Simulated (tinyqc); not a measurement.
# Bandgap voltage reference from two bipolar transistors: output against temperature

Two transistors of area 1 and N carry the same current I. Is(T) = Is (T/T0)^eta exp[(Vg0 q/kB)(1/T0 - 1/T)], VBE1 = Vt ln(I/Is(T)) + I rb, VBE2 = Vt ln(I/(N Is(T))) + I rb/N. The amplifier forces I R1(T) = VBE1 - VBE2 + Vos, with R(T) = R (1 + tc (T - T0)) for both resistors, and the output is Vref = VBE1 + I R2(T). Base currents and the Early effect are neglected.

Vt = kB T/q; I = (Vt ln N + Vos)/(R1(T) - rb (1 - 1/N)).

Values chosen for this exercise; values of the order met in silicon bipolar transistors: reference temperature T0 = 298 K; band-gap voltage extrapolated to 0 K Vg0 = 1.172 V; temperature exponent of the saturation current eta = 3.9; saturation current of the unit transistor at T0 Is = 5.3e-17 A; area ratio of the second transistor N = 8; resistor across which the difference of VBE falls, at T0 R1 = 5.4 kohm; temperature coefficient of both resistors tc = -100 ppm/K; offset of the amplifier Vos = 0 mV; series resistance of the unit transistor rb = 16 ohm; output resistor at T0 R2 = 60.15 kohm.

Constants: q = 1.602176634e-19 C, kB = 1.380649e-23 J/K. Results are converted to the units shown.

Results:
```
T (K),I (uA),VBE1 (V),I R2 (V),Vref (V),Vref - Vref(T0) (mV),dVref/dT (uV/K)
218,7.195,0.8192,0.4363,1.255,-7.566,134.9
253,8.380,0.7532,0.5063,1.260,-3.499,98.36
273,9.060,0.7150,0.5463,1.261,-1.721,79.72
298,9.914,0.6667,0.5964,1.263,0,58.29
323,10.77,0.6178,0.6464,1.264,1.208,38.62
348,11.64,0.5685,0.6964,1.265,1.944,20.46
373,12.50,0.5188,0.7465,1.265,2.242,3.600
398,13.38,0.4687,0.7965,1.265,2.133,-12.14
423,14.25,0.4181,0.8465,1.265,1.643,-26.88
```

Estimate the missing row, T = 233 K.

Computed row:
```
T (K),I (uA),VBE1 (V),I R2 (V),Vref (V),Vref - Vref(T0) (mV),dVref/dT (uV/K)
233,7.702,0.7911,0.4663,1.257,-5.666,118.6
```

With this row back in the table: VBE1 falls by 1.96 mV/K on average and I R2 rises by 2.00 mV/K. The slope of Vref vanishes at T = 379 K. Between 233 and 398 K Vref spans 7.92 mV, or 38.0 ppm/K by the box method (span over the average over T, over 165 K).

Numbers from tinyqc (`OMP_NUM_THREADS=1 python tinyqc.py 2062051 2062052 out.jsonl`; about 0.02 s on one thread of a shared Intel Xeon 2.30GHz).
